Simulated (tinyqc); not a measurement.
From folded lines to real minibands: band folding and unfolding in a supercell of a chain.

A chain with hopping -t and n = 4 sites a supercell. H(K) has v_j on the diagonal, -t between neighbours and -t exp(2 pi i K) on the bond that closes the cell (from the last site to the first of the next cell). The point K holds the n wave vectors k_m = (K + m)/n of the primitive zone, in 2 pi/a, m = 0 to n - 1, with E0 = -2t cos(2 pi k_m). The unfolding weight of a state c on k_m is |sum_j c_j exp(-2 pi i k_m j)|^2/n, j = 0 to n - 1.

Inputs chosen for the exercise: t = 0.9 eV (hopping); v = (-0.72, 0.72, 0.72, -0.72) eV (site energies in the supercell); Kq = 0.06 2 pi/(n a) (wave vector in the small zone).

The potential is scaled by x. For the lowest level at K: energy, second-order estimate E0(k_0) + x V_0 - x^2 sum_m |V_m|^2/(E0(k_m) - E0(k_0)), weight on k_0, and width of the lowest miniband between K = 0 and 1/2.

Lowest level:

| x | E (eV) | second order (eV) | weight on k_0 | miniband width (eV) |
|---|---|---|---|---|
| 0.00 | -1.7920 | -1.7920 | 1.000 | 0.5272 |
| 0.25 | -1.8101 | -1.8103 | 0.990 | 0.4120 |
| 0.50 | -1.8622 | -1.8650 | 0.963 | 0.3209 |
| 1.00 | -2.0471 | -2.0839 | 0.888 | 0.1993 |
| 2.00 | -2.5952 | -2.9596 | 0.761 | 0.0910 |
| 3.00 | -3.2383 | -4.4190 | 0.689 | 0.0504 |
| 4.00 | -3.9163 | -6.4623 | 0.646 | 0.0317 |

Give the missing row, x = 1.50.

Computed row:
```
x      E (eV)  second order (eV)  weight on k_0  miniband width (eV)
1.50  -2.3019            -2.4488          0.817               0.1309
```

Second order is -36.8 meV off at x = 1 and -1181 meV at x = 3. The weight on the parent k falls to 0.89 at x = 1 and 0.65 at x = 4, and the miniband narrows from 0.527 to 0.032 eV as the state gathers on the low sites. While the weight stays near one the primitive band is still the right picture and the folded copies carry little spectral weight.

Program tinyqc; command `OMP_NUM_THREADS=1 python tinyqc.py 1481871 1481872 out.jsonl`; about 0.01 s on one thread of a shared Intel(R) Xeon(R) Processor @ 2.30GHz.
